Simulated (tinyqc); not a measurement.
Small-signal admittance of a forward-biased p+-n diode: one step of the calculation.

Holes injected into a neutral base of width wb with an ohmic contact at its end; low injection, p0 far above the equilibrium density. A small voltage v exp(i w t), w = 2 pi f, modulates the edge density by p0 v/Vt, and the small-signal density obeys Dp d2p/dx2 = (1/tau + i w) p.

Question. The same by finite differences. 7 equal intervals, h = wb/7; u = small-signal density over its edge value, u_0 = 1, u_7 = 0; u_(i-1) + b u_i + u_(i+1) = 0 with b = -2 - h^2 (1/tau + i w)/Dp; Y = (q Dp p0/(Vt h)) (-b/2 - u_1), which includes the half box at the edge.

Inputs (values chosen for the exercise); permittivity close to that of 4H silicon carbide:
```
symbol,value,unit,meaning
T,275,K,temperature
Dp,1.9,cm^2/s,hole diffusion coefficient
tau,3e-9,s,hole lifetime
wb,0.13,um,width of the neutral base
p0,1.6e12,cm^-3,excess hole density at the junction edge
f,9.7e9,Hz,signal frequency
```

Constants: q = 1.602176634e-19 C, kB = 1.380649e-23 J/K, Vt = kB T/q. Results are converted to the units shown.

Give: b; u; Y on the mesh.

Answer.

b = -2.0006-0.1106i
u, node 1 to 6: 0.78587-0.16799i  0.59079-0.24914i  0.42364-0.26508i  0.28608-0.23431i  0.17460-0.17203i  0.08227-0.09054i
Y on the mesh = 2.3732+2.4714i S/cm^2

Program tinyqc, `OMP_NUM_THREADS=1 python tinyqc.py 2890140 2890141 out.jsonl`; Intel Xeon 2.30GHz, shared host, one thread, about 0.01 s.
